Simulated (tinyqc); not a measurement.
Off-state leakage of single and stacked transistors: leakage components against the temperature.

n-channel devices of unit width. Subthreshold current I(Vg, Vs, Vd) = I0 (T/300 K)^0.5 exp[(Vg - Vs - VT(T) - gb (Vs - Vb) + dd (Vd - Vs))/(nf Vt)] (1 - exp(-(Vd - Vs)/Vt)), VT(T) = VT - cT (T - 300 K). Gate-edge tunnelling Ig (Vd/1 V) exp(ag (Vd - 1 V)), for a gate at 0 V, and band-to-band leakage Ab u exp(-Bb/u), u = Vd - Vb + 1 V, flow at a drain held at V; both are taken as independent of T. In a stack of off transistors (all gates at 0 V) the same subthreshold current passes through each.

One transistor with Vg = Vs = 0, Vd = V; stack factor I(one)/I(two in series).

Inputs (values chosen for the exercise); values of the order met in bulk silicon logic transistors:
- V = 0.7 V (supply voltage)
- VT = 0.4 V (threshold at 300 K, zero drain and body bias)
- cT = 0.8 mV/K (fall of the threshold with temperature)
- I0 = 0.6 uA/um (current at threshold at 300 K)
- nf = 1.44 (slope factor)
- dd = 0.12 (drain-induced lowering per volt)
- gb = 0.24 (rise of the threshold per volt of source-body bias)
- Ig = 0.0006 uA/um (gate-edge tunnelling current at 1 V)
- ag = 4.1 1/V (exponential slope of the gate current)
- Ab = 70 uA/(um V) (prefactor of band-to-band leakage at the drain)
- Bb = 21 V (its exponential voltage)
- Vb = 0 V (body voltage)

Constants: q = 1.602176634e-19 C, kB = 1.380649e-23 J/K, Vt = kB T/q. Results are converted to the units shown.

The same in every row: gate edge (nA/um) = 0.12276; band-to-band (nA/um) = 0.51373.

Leakage components against the temperature:
```
T (K)	subthreshold (nA/um)	total (nA/um)	stack factor	largest part
250	0.0056856	0.64218	12.832	band-to-band
275	0.030415	0.66690	10.406	band-to-band
300	0.12349	0.75998	8.7646	band-to-band
325	0.40549	1.0420	7.5996	band-to-band
350	1.1265	1.7630	6.7397	subthreshold
375	2.7377	3.3741	6.0845	subthreshold
400	5.9664	6.6029	5.5720	subthreshold
425	11.886	12.523	5.1623	subthreshold
```

Read the table: what changes, and by how much?

As T goes from 250 to 425, the total leakage rises from 0.642 to 12.5 nA/um. The band-to-band part leads at T = 250, the subthreshold part from 350 on. The subthreshold part doubles every 25.1 K between the last two rows. The reduction by a stack of two falls from 12.8 to 5.16, for the subthreshold part alone.

tinyqc, about 0.03 s, one thread, Intel Xeon 2.30GHz (shared host): `OMP_NUM_THREADS=1 python tinyqc.py 2242144 2242145 out.jsonl`
